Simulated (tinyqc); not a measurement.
Worked calculation: plane-wave Kohn-Sham cycle with exchange-only LDA in a layered model solid. One step of it, computed by the program tinyqc.

Question. Iteration 1: Hamiltonian at one k. H(m,m') = (k + G_m)^2/2 delta + V(G_m - G_m'), with V(-G) = V(G).

A solid whose potential varies along x alone (atomic units):
```
parameter                      value
period a                   13.200000
cross-section of the cell  35.000000
electrons per cell                 2
grid points                       16
plane waves -n..n, n               2
k points                           3
V1 in V1 cos(2 pi x/a)     -0.180000
V2 in V2 cos(4 pi x/a)     -0.020000
```

V(G_m), m = 0, 1, 2, ... (hartree): -0.160492  -0.090000  -0.010000  0.000000  0.000000

k = 0.000000 2 pi / a

Give: H.

Answer.

H (hartree), lower triangle:
```
         -2       -1       +0       +1      +2
-2   0.2927
-1  -0.0900  -0.0472
+0  -0.0100  -0.0900  -0.1605
+1   0.0000  -0.0100  -0.0900  -0.0472
+2   0.0000   0.0000  -0.0100  -0.0900  0.2927
```
